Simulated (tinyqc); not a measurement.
Effective mass of the conduction band from tabulated energies, step by step. Values are carried at full precision from step to step, so a last printed digit may differ when a step is redone from the rounded ones.

c = hbar^2/2m0.
Constants: hbar^2/2m0 = 3.80998211 eV angstrom^2; kB = 8.617333262e-05 eV/K.

Inputs chosen for the exercise (out of a larger set: band of an eight-band Kane model near InSb; not measured data): T = 77 K (temperature).

## Finite differences

Energies along [111], from the band edge:

| k (1/angstrom) | E (meV) |
|---|---|
| 0.00000 | 0.0000 |
| 0.00140 | 0.5602 |
| 0.00280 | 2.2264 |
| 0.00420 | 4.9566 |
| 0.00560 | 8.6870 |
| 0.00700 | 13.3386 |
| 0.00840 | 18.8243 |
| 0.00980 | 25.0557 |
| 0.01120 | 31.9475 |

reference mass (curvature of the model at k = 0.0001 1/angstrom) = 0.01330 m0

The band is even in k. m = c k^2/E(k) from the points 1, 2, 4 (k = 0 is point 0); Richardson from points 1 and 2: c/m = [16 E(k1) - E(k2)]/(12 k1^2).

m from points 1, 2, 4 (m0): 0.01333  0.01342  0.01375

m by Richardson = 0.01330 m0

Errors against the reference: +0.23, +0.87 and +3.41 % and +0.01 %. The extrapolation removes the k^4 term.

## Least squares over all points

Fit E = a k^2 (a = sum k^2 E/sum k^4), then E = a k^2 + b k^4 from the normal equations; E in eV; m = c/a.

sums of k^4, k^6, k^8: 3.3699e-08  3.3654e-12  3.6429e-16

sums of k^2 E, k^4 E: 8.7741e-06  8.6978e-10

a, one term = 260.37 eV angstrom^2

a and b, two terms: 283.3  -2.299e+05

m, one and two terms (m0): 0.01463  0.01345

The parabola over all points errs by +10.0 % because the weights k^4 favour the outer points; the second term brings the error to +1.1 %.

## The non-parabolic form

E (1 + alpha E) = c k^2/m means that y = c k^2/E is a straight line in E with intercept m and slope m alpha. Fit the line by unweighted least squares over points 1 to 8, E in eV.

y (m0): 0.01333  0.01342  0.01356  0.01375  0.01400  0.01428  0.01460  0.01496

m = 0.01330 m0
alpha = 3.905 1/eV

The intercept errs by +0.01 %. The model has Eg = 0.234 eV, and for two bands alpha is near 1/Eg = 4.27 1/eV.

## Which mass for which use

From the fitted m and alpha: momentum mass at energy E, m (1 + 2 alpha E); curvature mass m (1 + 2 alpha E)^3; thermal factors to first order in alpha kT: density of states Nc (1 + 15 alpha kT/4), conductivity mass m (1 + 5 alpha kT). Take E = 3 kT/2.

alpha kT = 0.0259
momentum mass = 0.01434 m0
curvature mass = 0.01665 m0
factor on Nc = 1.0972
thermal conductivity mass = 0.01503 m0

alpha kT is small, so first order serves.

## Checks

- Two-term fit by normal equations against a least-squares routine: both 283.329.

Computed by tinyqc, a small Python program: `OMP_NUM_THREADS=1 python tinyqc.py 1850777 1850778 out.jsonl` (the numbers bound the seed that draws the inputs); one thread of a shared host (Intel(R) Xeon(R) Processor @ 2.30GHz), about 0.01 s for the whole set of steps.
